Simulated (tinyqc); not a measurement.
Bandgap voltage reference from two bipolar transistors: one step of the calculation.

Two transistors of area 1 and N carry the same current I. Is(T) = Is (T/T0)^eta exp[(Vg0 q/kB)(1/T0 - 1/T)], VBE1 = Vt ln(I/Is(T)) + I rb, VBE2 = Vt ln(I/(N Is(T))) + I rb/N. The amplifier forces I R1(T) = VBE1 - VBE2 + Vos, with R(T) = R (1 + tc (T - T0)) for both resistors, and the output is Vref = VBE1 + I R2(T). Base currents and the Early effect are neglected.

Task. Resistor for zero slope at T0, ideal case. With tc = 0, Vos = 0 and rb = 0 the current is proportional to T, dVBE/dT = (VBE - Vg0 - (eta - 1) Vt)/T, and Vref has zero slope at T0 when Vref = Vg0 + (eta - 1) Vt0. Find VBE1, its slope, that Vref, R2/R1 and the curvature d2Vref/dT2 = -(eta - 1) kB/(q T0).

Parameters, values chosen for the exercise; values of the order met in silicon bipolar transistors:
- T0 = 300 K (reference temperature)
- Vg0 = 1.164 V (band-gap voltage extrapolated to 0 K)
- eta = 4 (temperature exponent of the saturation current)
- Is = 2.2e-18 A (saturation current of the unit transistor at T0)
- N = 8 (area ratio of the second transistor)
- R1 = 18 kohm (resistor across which the difference of VBE falls, at T0)

Constants: q = 1.602176634e-19 C, kB = 1.380649e-23 J/K. Results are converted to the units shown.

Find: VBE1; dVBE/dT; Vref; R2/R1; curvature.

Result.

VBE1 = 0.72222 V
dVBE/dT = -1.7311 mV/K
Vref = 1.2416 V
R2/R1 = 9.6607
curvature = -0.86173 uV/K^2

Program tinyqc, `OMP_NUM_THREADS=1 python tinyqc.py 2062033 2062034 out.jsonl`; Intel Xeon 2.30GHz, shared host, one thread, about 0.02 s.
